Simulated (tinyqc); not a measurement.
Via and link resistance from two via chains.

Inverse problem. A chain of 5000 vias joined by 5000 metal links has R = 5000 (Rv + Rlink), with Rlink proportional to the link length. Find Rv, Rlink for length L, and the value of Rv that the short chain would give if the links were ignored.

resistance of chains of 5000 links with link lengths L and 3 L (ohm): 1.49e5  2.47e5

Solution. R per link is a straight line in the link length; its intercept at zero length is Rv.

Rv = 20.00 ohm
Rlink = 9.800 ohm
Rv without correction = 29.80 ohm

Numbers from tinyqc (`OMP_NUM_THREADS=1 python tinyqc.py 2750119 2750120 out.jsonl`; about 0.01 s on one thread of a shared Intel Xeon 2.30GHz).
